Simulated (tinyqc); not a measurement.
Floating body of a partially depleted SOI transistor: body voltage and kink: one step of the calculation.

Source at 0 V. Channel current Ic = 2 nf K Vt^2 [F(0) - F(Vd)](1 + la Vd), F(V) = ln^2(1 + exp((Vg - VT - nf V)/(2 nf Vt))), VT = VT0 - gb Vb. Saturation voltage Vs = 2 Vt sqrt(F(0)) + 3 Vt, excess Ve = (Vd - Vs + sqrt((Vd - Vs)^2 + 0.0004 V^2))/2, multiplication M1 = Ai Ve exp(-Bl/Ve). Each junction passes D(v) = J1 (exp(v/Vt) - 1) + J2 (exp(v/(2 Vt)) - 1). Bipolar current Ib = bb J1 (exp(Vb/Vt) - 1). The body settles where M1 (Ic + Ib) = D(Vb) + D(Vb - Vd) + Vb/Rb; drain current Id = (1 + M1)(Ic + Ib) - D(Vb - Vd).

Question. New Vb. Current into the body I_in = M1 (Ic + Ib) - D(Vb - Vd), current out I_out = D(Vb) + Vb/Rb; f = ln(I_in/I_out), s = df/dVb by central differences over 1e-5 V, Vb(new) = Vb - f/s.

Values chosen for this exercise; values of the order met in partially depleted silicon-on-insulator transistors: temperature T = 358 K; threshold at zero body voltage VT0 = 0.31 V; fall of the threshold per volt of body voltage gb = 0.32; slope factor nf = 1.23; gain factor per width K = 200 uA/(V^2 um); channel-length modulation factor la = 0.05 1/V; impact-ionisation prefactor Ai = 1.38 1/V; impact-ionisation voltage Bl = 4.9 V; diffusion saturation current of each junction J1 = 2.1e-10 uA/um; recombination saturation current of each junction J2 = 3.4e-8 uA/um; gain of the lateral bipolar transistor on the diffusion current bb = 0.5; resistance of a weak body tie to the source (1e9 stands for no tie, and the term is then dropped) Rb = 1e9 kohm um; gate voltage Vg = 0.44 V; drain voltage Vd = 2.2 V.

Constants: q = 1.602176634e-19 C, kB = 1.380649e-23 J/K, Vt = kB T/q. Results are converted to the units shown.

Vb at the start = 0.81 V

Find: Ic; Ve; M1; I_in; I_out; f; s; Vb after iteration 1.

Answer.

Ic = 13.701 uA/um
Ve = 1.7907 V
M1 = 0.16015
I_in = 6.4461 uA/um
I_out = 53.114 uA/um
f = -2.1090
s = -11.013 1/V
Vb after iteration 1 = 0.61850 V

Range of the model: The multiplication law is an empirical form chosen for the exercise; self-heating and capacitive coupling to the body are left out, and the linear laws are rough once Vb passes about 0.7 V or M1 about 0.1.

Numbers from tinyqc (`OMP_NUM_THREADS=1 python tinyqc.py 2182009 2182010 out.jsonl`; about 0.2 s on one thread of a shared Intel Xeon 2.30GHz).
